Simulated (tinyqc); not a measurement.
Polycrystal bounds against single-crystal directions: anisotropic elasticity and sound waves of a cubic crystal. Computed by tinyqc, a small Python program. Command: `OMP_NUM_THREADS=1 python tinyqc.py 3014486 3014487 out.jsonl cubicelastic walk`. One thread of a shared host (Intel(R) Xeon(R) Processor @ 2.30GHz), about 0.01 s of CPU time with the checks.

Voigt order 1..6 = xx, yy, zz, yz, xz, xy, with engineering shear strains. The rotated frame has x' as named, z' along the wafer normal and y' = z' x x'.

Inputs (values chosen for the exercise, modelled on germanium): C11 = 127.7 GPa; C12 = 47.63 GPa; C44 = 67.08 GPa.

Frame: (001) wafer, x' along [110].

Method. S11 = (C11 + C12)/D, S12 = -C12/D, D = (C11 - C12)(C11 + 2 C12), S44 = 1/C44. Zener ratio A = 2 C44/(C11 - C12); S0 = S11 - S12 - S44/2; H = 2 C44 + C12 - C11. B = (C11 + 2 C12)/3; Voigt G = (C11 - C12 + 3 C44)/5; Reuss G = 5/(4 (S11 - S12) + 3 S44); Hill is their mean; E = 9BG/(3B + G), nu = (3B - 2G)/(6B + 2G). Along <hkl>, with g = 0, 1/4, 1/3: 1/E = S11 - 2 S0 g; for a film with that normal C33 = C11 + 2 H g and M = [6B - (3B - C33) - (3B - C33)^2/C33]/2.

S11 = 9.82108 1/TPa

S12 = -2.66799 1/TPa

S44 = 14.9076 1/TPa

S0 = 5.03529 1/TPa

H = 54.09 GPa

Zener ratio A = 1.67553

bulk modulus B = 74.32 GPa

Averages:

| average | G (GPa) | E (GPa) | nu |
|---|---|---|---|
| Voigt | 56.262 | 134.78 | 0.19776 |
| Reuss | 52.810 | 128.09 | 0.21275 |
| Hill | 54.536 | 131.45 | 0.20521 |

Directions:

| direction | E (GPa) | biaxial modulus M (GPa) |
|---|---|---|
| <100> | 101.82 | 139.80 |
| <110> | 136.92 | 173.82 |
| <111> | 154.70 | 182.66 |

What does the comparison show, and why?

The bounds on G differ by 6.5 %, while E varies by a factor 1.52 with direction; with A above 1 the stiffest axis is <111>. Under a fixed mismatch strain, grains with a <100> normal store the least energy.

Extremes, crossings and ranges named in words are read from the listed rows.
